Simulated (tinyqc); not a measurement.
Worked calculation: smearing for a one-band metal on the fcc lattice. Values are carried at full precision from step to step, so a last printed digit may differ when a step is redone from the rounded ones.

Lattice vectors (units of a): a1 = (0, 1/2, 1/2), a2 = (1/2, 0, 1/2), a3 = (1/2, 1/2, 0). E(k) = -t A_1(k) - t2 A_2(k), A_m the sum of cos(k . R) over the 12 nearest and 6 second lattice vectors. Mesh k = sum (j_i/N) b_i, j_i = 0 .. N-1.

Values chosen for the exercise: t = 1.17 eV (nearest hopping); t2 = -0.02 eV (second hopping); N = 6 (unshifted mesh); ne = 1.02 (electrons per cell); sigma = 0.351 eV (width).

## Levels on the mesh

Evaluate the band and collect equal energies with their counts.

Distinct levels:

| E_k (eV) | points |
|---|---|
| -13.9200 | 1 |
| -10.4700 | 8 |
| -9.3000 | 6 |
| -5.8500 | 12 |
| -3.5700 | 8 |
| -3.5100 | 24 |
| -0.1200 | 4 |
| -0.0600 | 24 |
| 0.0600 | 6 |
| 1.1100 | 24 |
| 1.1700 | 24 |
| 3.5100 | 36 |
| 3.5700 | 24 |
| 4.7400 | 12 |
| 4.8000 | 3 |

15 distinct levels; the mean spacing is 1.337 eV.

## Fermi level with Fermi-Dirac smearing

With x = (E_k - mu)/sigma: Fermi-Dirac f = 1/(1 + exp(x)), s = -f ln f - (1 - f) ln(1 - f). With weights w = points/N^d (d the dimension), mu solves 2 sum w f = ne; E = 2 sum w f E_k, S = 2 sum w s, F = E - sigma S.

Weights w = points/total. Bisection from the lowest and highest level; ten steps are shown.

Bisection:

| step | low (eV) | high (eV) | mu (eV) | electrons |
|---|---|---|---|---|
| 1 | -13.9200 | 4.8000 | -4.5600 | 0.2620 |
| 2 | -4.5600 | 4.8000 | 0.1200 | 0.7632 |
| 3 | 0.1200 | 4.8000 | 2.4600 | 1.3203 |
| 4 | 0.1200 | 2.4600 | 1.2900 | 1.1240 |
| 5 | 0.1200 | 1.2900 | 0.7050 | 0.9278 |
| 6 | 0.7050 | 1.2900 | 0.9975 | 1.0238 |
| 7 | 0.7050 | 0.9975 | 0.8512 | 0.9743 |
| 8 | 0.8512 | 0.9975 | 0.9244 | 0.9987 |
| 9 | 0.9244 | 0.9975 | 0.9609 | 1.0112 |
| 10 | 0.9609 | 0.9975 | 0.9792 | 1.0175 |

## Occupations and energies

Converge mu, then list x, f and s of each level and form the sums.

mu = 0.9864 eV

x, f and s of each level:

| E_k (eV) | x | f | s |
|---|---|---|---|
| -13.9200 | -42.47 | 1.0000 | 0.0000 |
| -10.4700 | -32.64 | 1.0000 | 0.0000 |
| -9.3000 | -29.31 | 1.0000 | 0.0000 |
| -5.8500 | -19.48 | 1.0000 | 0.0000 |
| -3.5700 | -12.98 | 1.0000 | 0.0000 |
| -3.5100 | -12.81 | 1.0000 | 0.0000 |
| -0.1200 | -3.15 | 0.9590 | 0.1711 |
| -0.0600 | -2.98 | 0.9517 | 0.1934 |
| 0.0600 | -2.64 | 0.9334 | 0.2449 |
| 1.1100 | 0.35 | 0.4129 | 0.6779 |
| 1.1700 | 0.52 | 0.3721 | 0.6601 |
| 3.5100 | 7.19 | 0.0008 | 0.0062 |
| 3.5700 | 7.36 | 0.0006 | 0.0053 |
| 4.7400 | 10.69 | 0.0000 | 0.0003 |
| 4.8000 | 10.86 | 0.0000 | 0.0002 |

E = -2.9294 eV
S = 0.3635
F = -3.0570 eV
(E + F)/2 = -2.9932 eV

Levels with f between 0.001 and 0.999: 5. (E + F)/2 removes the term in sigma^2 for this scheme. That argument needs a smooth density of states, and the number of distinct levels within 2 sigma of mu is only 2, so it may fail on this mesh.

## Checks

- The slope dF/d sigma by finite differences against -S: both -0.36354.
- The slope dF/d ne by finite differences against mu (eV): both 0.98640.

Run: tinyqc, `OMP_NUM_THREADS=1 python tinyqc.py 1680965 1680966 out.jsonl`; Intel(R) Xeon(R) Processor @ 2.30GHz, one thread, shared host; about 0.2 s of CPU time with all checks.
